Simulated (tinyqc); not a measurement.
Changing the log10 of the dissolved activity a: potential-pH (Pourbaix) lines of a metal, its cation, its oxide and an oxyanion, with a complexing ligand. Computed by tinyqc, a small Python program. Command: `OMP_NUM_THREADS=1 python tinyqc.py 3006636 3006637 out.jsonl pourb sweep`. One thread of a shared host (Intel(R) Xeon(R) Processor @ 2.30GHz), about 0.01 s of CPU time with the checks.

Potentials are against the standard hydrogen electrode; solids and water have unit activity; dG_f of M, H+ and the electron is zero; F = e N_A and s = R T ln(10)/F. The cation carries z = 2.

Inputs (values chosen for the exercise, modelled on iron):

| quantity | value | unit |
|---|---|---|
| dG_f of the cation | -77.67 | kJ/mol |
| dG_f of the oxide | -253.41 | kJ/mol |
| dG_f of the oxyanion | -303.09 | kJ/mol |
| dG_f of water | -237.14 | kJ/mol |
| temperature T | 298.15 | K |
| pH | 12 | - |
| potential E | -0.77 | V |

Species: M, M2+, MO, MO2(2-).

Constants: R = 8.314462618 J/(mol K); e = 1.602176634e-19 C; N_A = 6.02214076e+23 1/mol.

Method:
- M2+ + 2e = M; MO + 2H+ + 2e = M + H2O; MO2(2-) + 4H+ + 2e = M + 2H2O. For each, E0 = -dG/(z F), and E = E0 + (s/z) log10 a - (s n_H/z) pH, with no activity term for the oxide.
- Two oxidised species coexist where their lines against the metal cross: pH1 (cation/oxide) = [E0(oxide) - E0(cation)]/s - (log10 a)/z; pH2 (oxide/oxyanion) = {[E0(oxyanion) - E0(oxide)]/s + (log10 a)/z}/(4/z - 1).
- The metal is stable below the lowest of the three lines; above it, the species of the lowest line is stable. Water lines at 1 bar: hydrogen E = -s pH, oxygen E = -dG_f(water)/(2F) - s pH.

One run for each value:

| log10 of the dissolved activity a | pH1 | pH2 | width of the oxide field, pH2 - pH1 | upper limit of immunity (V) |
|---|---|---|---|---|
| -8 | 9.378 | 12.42 | 3.04 | -0.7942 |
| -7 | 8.878 | 12.92 | 4.04 | -0.7942 |
| -6 | 8.378 | 13.42 | 5.04 | -0.7942 |
| -5 | 7.878 | 13.92 | 6.04 | -0.7942 |
| -4 | 7.378 | 14.42 | 7.04 | -0.7942 |
| -3 | 6.878 | 14.92 | 8.04 | -0.7942 |
| -2 | 6.378 | 15.42 | 9.04 | -0.7942 |
| -1 | 5.878 | 15.92 | 10.04 | -0.7942 |

Over the rows, pH1 falls from 9.38 to 5.88; pH2 rises from 12.4 to 15.9; width of the oxide field, pH2 - pH1 rises from 3.04 to 10.0.

Caution (all rows): other oxidation states, hydroxides and hydrides are left out, and the lines say nothing of rates.

Extremes, crossings and ranges named in words are read from the listed rows.
